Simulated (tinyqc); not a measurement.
# Worked calculation: AlGaN/GaN HEMT with access regions, lumped model

tinyqc, about 0.02 s, one thread, Intel Xeon 2.30GHz (shared host): `OMP_NUM_THREADS=1 python tinyqc.py 2570120 2570121 out.jsonl` Printed values are rounded.

A polarisation-induced electron sheet under a Schottky gate, in series with two ungated access regions and contacts. Drift law v = mu E/(1 + mu E/vs) under the gate. Currents in mA/mm, resistances in ohm mm. No self-heating, no channel-length modulation; fits for polarisation, barrier and offset are chosen for the exercise.

Parameters, values chosen for the exercise; values close to those of AlGaN/GaN structures: aluminium share of the barrier x = 0.2; barrier thickness d = 15 nm; relative permittivity of barrier and channel eps_r = 9.5; channel mobility mu = 1900 cm^2/(V s); saturation velocity vs = 1.6e7 cm/s; gate length Lg = 1.5 um; source access length Ls = 0.5 um; drain access length Ld = 16 um; resistance of each contact Rc = 0.31 ohm mm; share of the drain-access electrons removed by traps ft = 0; gate voltage Vg = 0 V; drain voltage Vd = 1 V; critical field Ec = 3.1 MV/cm; depth over which the depleted charge spreads te = 0.45 um; insulator under the field plate tf = 100 nm; relative permittivity of that insulator ei = 3.9.

Constants: q = 1.602176634e-19 C, eps0 = 8.8541878128e-14 F/cm where lengths are in cm. Results are converted to the units shown.

## Polarisation charge, threshold and sheet resistance

sigma = (5e13 x + 1.6e13 x^2) cm^-2, phiB = 0.84 + 1.3 x, dEc = 0.7 (1.71 x + x^2) in volts, Cb = eps0 eps_r/d, VT = phiB - dEc - q sigma/Cb, access density n0 = -Cb VT/q. Rsh = 1/(q mu n0); largest access current q n0 vs.

sigma = 1.064e13 cm^-2
Cb = 0.5607652 uF/cm^2
VT = -2.207382 V
n0 = 7.725882e12 cm^-2
Rsh = 425.1948 ohm
q n0 vs = 1980.516 mA/mm

## Iteration 1: drain current

I at the start = 96 mA/mm

Access resistance R(L, n) = L/(q mu n sqrt(1 - (I/(q n vs))^2)); Rs = Rc + R(Ls, n0), Rd = Rc + R(Ld, (1 - ft) n0). Vg' = Vg - I Rs, Vd' = Vd - I (Rs + Rd); with u = Vg' - VT, Vc = vs Lg/mu and w the smaller of Vd' and Vc [sqrt(1 + 2 u/Vc) - 1] (0 if negative), the channel gives (mu Cb/Lg)(u w - w^2/2)/(1 + w/Vc). I(new) = I + 0.1 (channel current - I).

Rs = 0.5228476 ohm mm
Rd = 7.121123 ohm mm
Vg' = -0.05019337 V
Vd' = 0.2661789 V
channel current = 316.0845 mA/mm
I after iteration 1 = 118.0084 mA/mm

## Iteration 2: drain current

As before.

Rs = 0.5229758 ohm mm
Rd = 7.125225 ohm mm
Vg' = -0.06171556 V
Vd' = 0.09744765 V
channel current = 134.7493 mA/mm
I after iteration 2 = 119.6825 mA/mm

## Course of the iteration: drain current

Stop when I changes by less than 1e-6 mA/mm, or after 60 iterations. I must stay below q (1 - ft) n0 vs.

Course of the iteration:
```
iteration  I (mA/mm)  |change| (mA/mm)
1           118.0084              22.0
2           119.6825              1.67
3           119.5556             0.127
4           119.5666            0.0111
5           119.5657           9.54e-4
6           119.5657           8.24e-5
7           119.5657           7.12e-6
8           119.5657           6.14e-7
```

Converged in 8 iterations. At the end each change is about 0.086 times the one before, with alternating sign: linear convergence. Of Vd, 8.55 % reaches the channel; the access current is 6.0 % of its limit.

## On-resistance and breakdown

sigma = (5e13 x + 1.6e13 x^2) cm^-2, phiB = 0.84 + 1.3 x, dEc = 0.7 (1.71 x + x^2) in volts, Cb = eps0 eps_r/d, VT = phiB - dEc - q sigma/Cb, access density n0 = -Cb VT/q. Ron = 2 Rc + Ls/(q mu n0) + Ld/(q mu (1 - ft) n0) + Lg/(mu Cb (Vg - VT)). Off state: a depleted stretch that holds the voltage V has the peak field sqrt(k V), k = 2 q n0/(eps0 eps_r te), so one edge holds V1 = Ec^2/k. The sheet under the plate pinches off at Vf = q n0 (1/Cb + tf/(eps0 ei)); beyond it the gate edge is screened. BV = V1 if Vf >= V1, else Vf + V1, and at most Ec Ld. Specific resistance Ron (Ls + Lg + Ld); figure of merit BV^2 over it.

Ron = 8.273506 ohm mm
Vf = 38.05375 V
V1 = 146.9331 V
BV = 184.9869 V
specific resistance = 1.489231 mohm cm^2
figure of merit = 22.97840 MW/cm^2

The plate raises BV by a factor of 1.26.
